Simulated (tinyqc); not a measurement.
Trench capacitor in an array: capacitance, non-linearity, leakage and relaxation: one step of the calculation.

A film between two metal electrodes, each interface adding a series capacitance ci. The small-signal permittivity is ek (1 + aq E^2); the field is found with the linear permittivity. Leakage J = J0 sinh(E/Ef). After a voltage step the film passes a relaxation current kr C V tt^(-nr), tt being the time in seconds. The sidewall is a coaxial capacitor with radii a = dm/2 - t and b = dm/2, depth AR dm; the end face is left out.

Question. Cell capacitance, fields and time constant. Per length 1/c = ln(b/a)/(2 pi eps0 ek) + (1/a + 1/b)/(2 pi ci); cell capacitance c AR dm; per footprint over pt^2; fields c V/(2 pi eps0 ek r) at r = a and b; resistance of the inner electrode rho AR dm/(pi a^2); time constant R C/3 of the distributed line.

Parameters, values chosen for the exercise; permittivity of the order of that of zirconium oxide:
- ek = 38.2 (relative permittivity of the film)
- t = 11 nm (film thickness)
- ci = 1000 uF/cm^2 (capacitance of each electrode interface (dead layer and screening))
- V = 2.3 V (bias)
- dm = 79 nm (diameter of the hole)
- AR = 70 (aspect ratio, depth over diameter)
- pt = 150 nm (pitch of the square array)
- rho = 230 uohm cm (resistivity of the inner electrode)

Constants: eps0 = 8.8541878128e-14 F/cm where lengths are in cm. Results are converted to the units shown.

Wanted: a; b; cell capacitance; capacitance per footprint; field at a; field at b; R; R C/3.

Answer.

a = 28.50 nm
b = 39.50 nm
cell capacitance = 35.78 fF
capacitance per footprint = 159.0 uF/cm^2
field at a = 2.457 MV/cm
field at b = 1.773 MV/cm
R = 4.984 kohm
R C/3 = 59.45 ps

The array gives 52.0 times the planar capacitance per footprint; curvature makes the field at the inner electrode 1.18 times the planar value.

Computed by the program tinyqc: `OMP_NUM_THREADS=1 python tinyqc.py 2102068 2102069 out.jsonl`, one thread of a shared Intel Xeon 2.30GHz, about 0.01 s for the whole run.
